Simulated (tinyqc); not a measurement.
Worked calculation: Hueckel theory of the pi electrons, for the molecule O=Cc1cc2ccccc2o1 (SMILES; centres numbered as the heavy atoms are written). One step of it, computed by the program tinyqc.

Problem. Orbitals. Diagonalise; E = alpha + x beta with beta < 0, so the largest x are filled first; degenerate levels share their electrons. P = sum n_i c_ri c_si; each orbital has its largest coefficient positive (the first on a tie).

Hueckel matrix in units of beta (H = alpha + beta A), lower triangle:
```
           1O        2C        3C        4C        5C        6C        7C        8C
1O   1.000000
2C   1.000000  0.000000
3C   0.000000  1.000000  0.000000
4C   0.000000  0.000000  1.000000  0.000000
5C   0.000000  0.000000  0.000000  1.000000  0.000000
6C   0.000000  0.000000  0.000000  0.000000  1.000000  0.000000
7C   0.000000  0.000000  0.000000  0.000000  0.000000  1.000000  0.000000
8C   0.000000  0.000000  0.000000  0.000000  0.000000  0.000000  1.000000  0.000000
9C   0.000000  0.000000  0.000000  0.000000  0.000000  0.000000  0.000000  1.000000
10C  0.000000  0.000000  0.000000  0.000000  1.000000  0.000000  0.000000  0.000000
11O  0.000000  0.000000  0.800000  0.000000  0.000000  0.000000  0.000000  0.000000

           9C       10C       11O
9C   0.000000
10C  1.000000  0.000000
11O  0.000000  0.800000  2.000000
```

pi electrons, sum of z_r less the charge = 12

Give: x values; occupations; coefficients; charge and bond-order matrix P.

Solution.

x values: 2.7699  1.9271  1.7609  1.3246  0.8961  0.6939  -0.3304  -1.0318  -1.1662  -1.6857  -2.1584

occupations: 2.0000  2.0000  2.0000  2.0000  2.0000  2.0000  0.0000  0.0000  0.0000  0.0000  0.0000

coefficients:
```
        MO1      MO2      MO3      MO4      MO5      MO6      MO7      MO8
1O   0.0896  -0.2569   0.6413  -0.3172  -0.1626  -0.3992  -0.4069   0.1132
2C   0.1586  -0.2382   0.4880  -0.1030   0.0169   0.1222   0.5414  -0.2300
3C   0.3497  -0.2021   0.2180   0.1808   0.1777   0.4840   0.2281   0.1241
4C   0.2172   0.0882   0.2191   0.4648  -0.0438   0.3735  -0.4902   0.0435
5C   0.2520   0.3720   0.1677   0.4348  -0.2169  -0.2248  -0.0661  -0.1690
6C   0.1173   0.3994   0.1736   0.1629   0.3481  -0.3717   0.2795   0.5321
7C   0.0730   0.3977   0.1380  -0.2190   0.5289  -0.0332  -0.0263  -0.3800
8C   0.0848   0.3669   0.0693  -0.4530   0.1258   0.3487  -0.2708  -0.1399
9C   0.1618   0.3094  -0.0159  -0.3811  -0.4161   0.2752   0.1157   0.5244
10C  0.3634   0.2294  -0.0973  -0.0518  -0.4987  -0.1578   0.2326  -0.4012
11O  0.7411  -0.2993  -0.4040  -0.1529   0.2327  -0.1998  -0.1581   0.0731

         MO9     MO10     MO11
1O   -0.1462   0.1660   0.0300
2C    0.3167  -0.4459  -0.0949
3C   -0.2231   0.5857   0.1748
4C   -0.1719  -0.4088  -0.3173
5C    0.4236   0.1034   0.5101
6C    0.0259   0.0565  -0.3815
7C   -0.4538  -0.1987   0.3134
8C    0.5033   0.2785  -0.2948
9C   -0.1332  -0.2707   0.3229
10C  -0.3480   0.1779  -0.4022
11O   0.1443  -0.1657   0.0437
```

charge and bond-order matrix P, lower triangle:
```
          1O       2C       3C       4C       5C       6C       7C       8C
1O    1.5435
2C    0.7391   0.6917
3C   -0.1127   0.5070   1.0184
4C   -0.3042   0.2348   0.7259   0.9208
5C    0.0433  -0.0854  -0.0384   0.5039   1.0334
6C    0.1187  -0.0962  -0.1809   0.0408   0.5724   0.9787
7C   -0.0208   0.0232   0.0271  -0.1124  -0.0260   0.7042   1.0225
8C   -0.1163   0.1025   0.1597  -0.0397  -0.2663   0.0178   0.6317   0.9785
9C    0.0070   0.0201  -0.0381   0.0057   0.0319  -0.3388  -0.0262   0.6847
10C   0.1435  -0.1336  -0.2296   0.0334   0.5635  -0.0121  -0.2858   0.0278
11O  -0.0506  -0.0261   0.2972  -0.2195  -0.1288   0.0552   0.0849  -0.0923

          9C     10C     11O
9C    1.0325
10C   0.6303  0.9409
11O  -0.1196  0.3268  1.8389
```
